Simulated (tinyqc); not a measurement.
# Slope factor and drain-induced lowering from three currents

Question. With source and body at 0 V, I = A exp((Vg + dd Vd)/(nf Vt)) (1 - exp(-Vd/Vt)). Find nf, the swing nf Vt ln 10 and dd.

Inputs (values chosen for the exercise): temperature T = 398 K.

Constants: q = 1.602176634e-19 C, kB = 1.380649e-23 J/K, Vt = kB T/q. Results are converted to the units shown.

currents at (Vg, Vd) = (0, 0.05), (0, 1) and (0.09, 1) V (nA/um): 2.7121135  10.400378  57.158457

Answer. The pair at equal Vd gives nf; the pair at equal Vg, after dividing out the factors 1 - exp(-Vd/Vt), gives dd.

nf = 1.540
swing = 121.6 mV/decade
dd = 0.06000

Program tinyqc, `OMP_NUM_THREADS=1 python tinyqc.py 2242154 2242155 out.jsonl`; Intel Xeon 2.30GHz, shared host, one thread, about 0.04 s.
